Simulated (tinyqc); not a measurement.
Gamma, L and X subbands of a thin body with non-parabolic valleys: one step. Valley groups. Two cases, with inputs chosen for the exercise.

Question. List degeneracy, edge, m_z, m_d and a.

Hard walls, flat band, c = hbar^2/2m0, energies from the bulk Gamma edge. For a valley at angle theta to the normal 1/m_z = cos^2/ml + sin^2/mt and m_d = sqrt(ml mt^2/m_z). Subband n starts at E_v + e with e (1 + a e) = c (n pi/t)^2/m_z, and its density-of-states mass is taken as m_d (1 + 2 a e), without further growth at higher in-plane energy. Groups are named by valley and degeneracy.

Constants: hbar^2/2m0 = 3.80998211 eV angstrom^2.

Give: Groups.

Case 1.

Values chosen (near those of a thin GaAs channel; the results hold for these values, not for the real material):
- face = 100 (surface)
- mG = 0.068 m0 (Gamma mass)
- aG = 0.56 1/eV (Gamma non-parabolicity)
- EL = 0.3 eV (L edge above Gamma)
- mL = (1.95, 0.075) m0 (L valleys (four, along <111>): ml, mt)
- EX = 0.449 eV (X edge above Gamma)
- mX = (1.282, 0.227) m0 (X valleys (three, along <100>): ml, mt)
- aS = 0.61 1/eV (non-parabolicity of L and X)

Answer.

Groups:

| group | g | E_v (eV) | m_z | m_d | a (1/eV) |
|---|---|---|---|---|---|
| G1 | 1 | 0.000 | 0.0680 | 0.0680 | 0.56 |
| L4 | 4 | 0.300 | 0.1104 | 0.3152 | 0.61 |
| X1 | 1 | 0.449 | 1.2820 | 0.2270 | 0.61 |
| X2 | 2 | 0.449 | 0.2270 | 0.5395 | 0.61 |

Case 2.

Values chosen (near those of a thin InAs channel; the results hold for these values, not for the real material):
- face = 111 (surface)
- mG = 0.0259 m0 (Gamma mass)
- aG = 2.32 1/eV (Gamma non-parabolicity)
- EL = 0.709 eV (L edge above Gamma)
- mL = (0.644, 0.049) m0 (L valleys (four, along <111>): ml, mt)
- EX = 1.034 eV (X edge above Gamma)
- mX = (1.135, 0.164) m0 (X valleys (three, along <100>): ml, mt)
- aS = 0.48 1/eV (non-parabolicity of L and X)

Answer.

Groups:

| group | g | E_v (eV) | m_z | m_d | a (1/eV) |
|---|---|---|---|---|---|
| G1 | 1 | 0.000 | 0.0259 | 0.0259 | 2.32 |
| L1 | 1 | 0.709 | 0.6440 | 0.0490 | 0.48 |
| L3 | 3 | 0.709 | 0.0546 | 0.1683 | 0.48 |
| X3 | 3 | 1.034 | 0.2294 | 0.3648 | 0.48 |

Computed by tinyqc, one run a case: `OMP_NUM_THREADS=1 python tinyqc.py N N+1 out.jsonl` with N = 1281331, 1281477; one thread of a shared Intel(R) Xeon(R) Processor @ 2.30GHz, about 0.04 s a run at most.
